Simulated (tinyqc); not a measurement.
Stretching all distances: RHF, UHF, MP2, CISD and CCSD against full CI in the sto-3g basis, for BeH2, spin multiplicity 1. Computed by the program tinyqc with PySCF. All coordinates are multiplied by the scale. c0^2 is the weight of the RHF determinant in the lowest singlet FCI state (UHF is spin-contaminated and may lie near states of higher spin) and n(LUMO) the first natural occupation beyond the occupied space.

Geometry (angstrom):
```
atom       x        y       z
Be    0.0000   0.0000  0.0000
H     0.0000   1.3010  0.1160
H     0.0000  -1.3010  0.1160
```

Full CI energy (hartree) and errors against it (kcal/mol):
```
scale  distance 1-2 (angstrom)     E(FCI)      RHF     UHF     MP2    CISD   CCSD  <S^2> UHF   c0^2  n(LUMO)
0.980                    1.280  -15.59330   20.740  20.740   6.816   0.423  0.227      0.000  0.975    0.025
1.300                    1.698  -15.52890   36.681  36.681  14.559   1.502  0.659      0.000  0.935    0.077
1.470                    1.920  -15.46724   51.136  49.713  22.121   3.229  1.367      0.300  0.887    0.143
1.630                    2.129  -15.41307   69.853  46.991  32.393   6.459  2.736      0.935  0.809    0.255
1.790                    2.338  -15.37157   94.743  36.972  46.636  11.699  4.610      1.195  0.680    0.449
1.950                    2.547  -15.34790  126.269  30.240  64.791  16.748  4.575      1.280  0.500    0.700
```

Estimate the missing row, scale = 1.14.

Computed row:
```
scale  distance 1-2 (angstrom)     E(FCI)     RHF     UHF    MP2   CISD   CCSD  <S^2> UHF   c0^2  n(LUMO)
1.140                    1.489  -15.57719  27.143  27.143  9.824  0.755  0.360      0.000  0.961    0.043
```

UHF parts from RHF first at scale 1.47 of those listed, where <S^2> leaves zero. The weight c0^2 goes from 0.97 to 0.50 and n(LUMO) from 0.03 to 0.70: static correlation grows as the bonds break into open-shell fragments. The spread of the error along the curve, which distorts its shape, is CCSD 4.4, CISD 16.3, UHF 29.0, MP2 58.0, RHF 105.5 kcal/mol. The table stops here: at scale 2.12 and beyond, the reference weight falls under 0.45 or RHF, UHF or CCSD hop between solutions, so those rows were left out and the spreads given cover only the rows shown. As computed, partly on other solutions, the errors there reach in size RHF 193, UHF 30, MP2 84, CISD 19, CCSD 3 kcal/mol.
